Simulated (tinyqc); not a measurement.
Phonon-assisted absorption at an indirect gap: one step. The four branches at one energy. Four cases, with inputs chosen for the exercise.

Problem. Evaluate the occupations and each term.

alpha(E) = sum_j A_j [N_j (E - Eg + w_j)^2 + (N_j + 1)(E - Eg - w_j)^2], each bracket counted only where its base is positive; N_j = 1/(exp(w_j/kB T) - 1). The first term absorbs a phonon and the second emits one; excitons and direct transitions are left out.

Constants: kB = 8.617333262e-05 eV/K.

Case 1.

Values chosen (loosely those of SiGe at room temperature; Eg is not tied to T; the results hold for these values, not for the real material): Eg = 0.948 eV (indirect gap, held fixed unless listed); w = (50, 14.1) meV (two zone-edge phonons); A = (3400, 530) 1/(cm eV^2) (their strengths); T = 77 K; E = 1.276 eV (photon energy).

Case 2.

Values chosen (loosely those of AlAs at room temperature; Eg is not tied to T; the results hold for these values, not for the real material): Eg = 2.14 eV (indirect gap, held fixed unless listed); w = (46.4, 12.6) meV (two zone-edge phonons); A = (4600, 330) 1/(cm eV^2) (their strengths); T = 77 K; E = 2.526 eV (photon energy).

Case 3.

Values chosen (loosely those of Si at room temperature; Eg is not tied to T; the results hold for these values, not for the real material): Eg = 1.136 eV (indirect gap, held fixed unless listed); w = (57.3, 18.9) meV (two zone-edge phonons); A = (3100, 620) 1/(cm eV^2) (their strengths); T = 300 K; E = 1.121 eV (photon energy).

Case 4.

Values chosen (loosely those of Si at room temperature; Eg is not tied to T; the results hold for these values, not for the real material): Eg = 1.135 eV (indirect gap, held fixed unless listed); w = (55.9, 17.9) meV (two zone-edge phonons); A = (3300, 460) 1/(cm eV^2) (their strengths); T = 300 K; E = 1.436 eV (photon energy).

Give: N_j; terms with phonon absorption; terms with phonon emission; alpha; wavelength hc/E (hc = 1239.841984 eV nm).

Solution.

Case 1.

N_j: 0.0005341  0.1356

terms with phonon absorption (1/cm): 0.2595  8.413

terms with phonon emission (1/cm): 262.9  59.31

alpha = 330.9 1/cm
wavelength hc/E (hc = 1239.841984 eV nm) = 971.7 nm

Phonon absorption supplies 2.6 % of alpha; the depth 1/alpha is 30.2 micrometre.

Case 2.

N_j: 0.0009193  0.1761

terms with phonon absorption (1/cm): 0.7906  9.233

terms with phonon emission (1/cm): 531.0  54.11

alpha = 595.1 1/cm
wavelength hc/E (hc = 1239.841984 eV nm) = 490.8 nm

Phonon absorption supplies 1.7 % of alpha; the depth 1/alpha is 16.8 micrometre.

Case 3.

N_j: 0.1223  0.9282

terms with phonon absorption (1/cm): 0.6785  0.008753

terms with phonon emission (1/cm): 0  0

alpha = 0.6873 1/cm
wavelength hc/E (hc = 1239.841984 eV nm) = 1106.0 nm

Phonon absorption supplies 100.0 % of alpha; the depth 1/alpha is 1.46e+04 micrometre.

Case 4.

N_j: 0.1300  1.001

terms with phonon absorption (1/cm): 54.65  46.85

terms with phonon emission (1/cm): 224.0  73.79

alpha = 399.3 1/cm
wavelength hc/E (hc = 1239.841984 eV nm) = 863.4 nm

Phonon absorption supplies 25.4 % of alpha; the depth 1/alpha is 25 micrometre.

Computed by tinyqc, one run a case: `OMP_NUM_THREADS=1 python tinyqc.py N N+1 out.jsonl` with N = 1650160, 1650178, 1650417, 1650433; one thread of a shared Intel(R) Xeon(R) Processor @ 2.30GHz, about 0.01 s a run at most.
